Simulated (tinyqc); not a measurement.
Sp3 tight binding, zinc-blende lattice, step by step. Computed by tinyqc, a small Python program that keeps every step. Command: `OMP_NUM_THREADS=1 python tinyqc.py 31427 31428 out.jsonl` (the two numbers bound the seeds that draw the settings). One thread of a shared host (Intel(R) Xeon(R) Processor @ 2.60GHz), about 0.01 s of CPU time with the checks.

## Bloch Hamiltonian at k

Parameters chosen for this model: zinc-blende lattice, anion at 0, cation at a/4 (1,1,1); V = eta hbar^2 / (m d^2), hbar^2/m = 7.619964 eV angstrom^2:

| parameter | value | unit |
|---|---|---|
| a | 4.020000 | angstrom |
| d | 1.740711 | angstrom |
| Es anion | -18.300000 | eV |
| Ep anion | -7.480000 | eV |
| Es cation | -11.680000 | eV |
| Ep cation | -4.020000 | eV |
| eta ss | -1.320000 |  |
| eta sp | 1.610000 |  |
| eta pp sigma | 2.890000 |  |
| eta pp pi | -0.840000 |  |
| V ss | -3.319506 | eV |
| V sp | 4.048792 | eV |
| V pp sigma | 7.267707 | eV |
| V pp pi | -2.112413 | eV |

k point k (2 pi / a): 0.200000  -0.800000  -0.130000

Slater-Koster rules over the four bonds with direction cosines (l, m, n): ss V_ss; s-px l V_sp; px-s -l V_sp; px-px l^2 V_pps + (1 - l^2) V_ppp; px-py l m (V_pps - V_ppp); each times exp(i k.d).

H(k) at k (eV), lower triangle (Hermitian):
```
                      a s                 a px                 a py                 a pz
a s            -18.300000
a px             0.000000            -7.480000
a py             0.000000             0.000000            -7.480000
a pz             0.000000             0.000000             0.000000            -7.480000
c s   -3.821234-0.791340i   1.715055+0.874321i  -0.181063-8.281690i  -2.690884-0.557255i
c px  -1.715055-0.874321i   1.167599+0.241798i   3.599294+0.745378i  0.242188+11.077488i
c py   0.181063+8.281690i   3.599294+0.745378i   1.167599+0.241798i  -2.294037-1.169482i
c pz   2.690884+0.557255i  0.242188+11.077488i  -2.294037-1.169482i   1.167599+0.241798i

             c s       c px       c py       c pz
c s   -11.680000
c px    0.000000  -4.020000
c py    0.000000   0.000000  -4.020000
c pz    0.000000   0.000000   0.000000  -4.020000
```

## Levels at k

Diagonalise the Hermitian matrix.

eigenvalues (eV): -23.988135  -18.979661  -17.463622  -17.158678  -0.476378  0.838821  5.854461  6.893192

weights |c|^2 of the basis functions:
```
        band 1    band 2    band 3    band 4    band 5    band 6    band 7    band 8
a s   0.688112  0.044784  0.020494  0.038727  0.086850  0.117904  0.000168  0.002960
a px  0.000827  0.191013  0.107901  0.266440  0.012748  0.007171  0.223082  0.190817
a py  0.031745  0.117304  0.077947  0.201273  0.350778  0.170273  0.002253  0.048426
a pz  0.000165  0.167179  0.350195  0.038482  0.037348  0.017268  0.199958  0.189405
c s   0.146164  0.219055  0.081882  0.146739  0.331623  0.070033  0.000242  0.004263
c px  0.007879  0.109531  0.193356  0.109845  0.005700  0.021328  0.301659  0.250702
c py  0.115944  0.010226  0.026689  0.082402  0.156753  0.541390  0.003044  0.063551
c pz  0.009164  0.140908  0.141535  0.116092  0.018200  0.054632  0.269594  0.249875
```

## Bloch Hamiltonian at L

k point L (2 pi / a): 0.500000  0.500000  0.500000

As before.

H(k) at L (eV), lower triangle (Hermitian):
```
                      a s                 a px                 a py                 a pz
a s            -18.300000
a px             0.000000            -7.480000
a py             0.000000             0.000000            -7.480000
a pz             0.000000             0.000000             0.000000            -7.480000
c s   -4.694491-4.694491i   3.305824+3.305824i   3.305824+3.305824i   3.305824+3.305824i
c px  -3.305824-3.305824i   1.434428+1.434428i  -4.421831-4.421831i  -4.421831-4.421831i
c py  -3.305824-3.305824i  -4.421831-4.421831i   1.434428+1.434428i  -4.421831-4.421831i
c pz  -3.305824-3.305824i  -4.421831-4.421831i  -4.421831-4.421831i   1.434428+1.434428i

             c s       c px       c py       c pz
c s   -11.680000
c px    0.000000  -4.020000
c py    0.000000   0.000000  -4.020000
c pz    0.000000   0.000000   0.000000  -4.020000
```

## Levels at L

As before.

eigenvalues (eV): -24.810650  -20.942735  -14.210758  -14.210758  -2.870760  2.710758  2.710758  7.144145

## Bands along a path

The same steps at evenly spaced points between the labelled ones.

Bands along the path (eV):

| k | band 1 | band 2 | band 3 | band 4 | band 5 | band 6 | band 7 | band 8 |
|---|---|---|---|---|---|---|---|---|
| L | -24.810650 | -20.942735 | -14.210758 | -14.210758 | -2.870760 | 2.710758 | 2.710758 | 7.144145 |
| L-G 0.25 | -25.820330 | -19.317938 | -13.746877 | -13.746877 | -2.635448 | 2.246877 | 2.246877 | 6.293716 |
| L-G 0.50 | -27.276763 | -16.044900 | -12.496777 | -12.496777 | -2.082919 | 0.996777 | 0.996777 | 3.924582 |
| L-G 0.75 | -28.306613 | -12.321439 | -10.954609 | -10.954609 | -1.550525 | -0.545391 | -0.545391 | 0.698577 |
| G | -28.674372 | -10.160619 | -10.160619 | -10.160619 | -1.339381 | -1.339381 | -1.339381 | -1.305628 |
| G-X 0.25 | -28.179664 | -12.070620 | -12.070620 | -11.287923 | -1.301847 | -0.710566 | 0.570620 | 0.570620 |
| G-X 0.50 | -26.748018 | -15.206933 | -15.206933 | -13.958874 | -0.855560 | 0.082452 | 3.706933 | 3.706933 |
| G-X 0.75 | -24.597367 | -17.536302 | -17.536302 | -17.116787 | -0.294113 | 0.528267 | 6.036302 | 6.036302 |
| X | -22.924668 | -19.163204 | -18.375910 | -18.375910 | 0.003204 | 0.604668 | 6.875910 | 6.875910 |
| X-W 0.25 | -22.924668 | -19.163204 | -18.375910 | -18.375910 | 0.003204 | 0.604668 | 6.875910 | 6.875910 |
| X-W 0.50 | -22.924668 | -19.163204 | -18.375910 | -18.375910 | 0.003204 | 0.604668 | 6.875910 | 6.875910 |
| X-W 0.75 | -22.924668 | -19.163204 | -18.375910 | -18.375910 | 0.003204 | 0.604668 | 6.875910 | 6.875910 |
| W | -22.924668 | -19.163204 | -18.375910 | -18.375910 | 0.003204 | 0.604668 | 6.875910 | 6.875910 |

With 4 band(s) filled, the highest filled level on these points lies at G and the lowest empty one at L: a gap of 7.2899 eV, indirect.
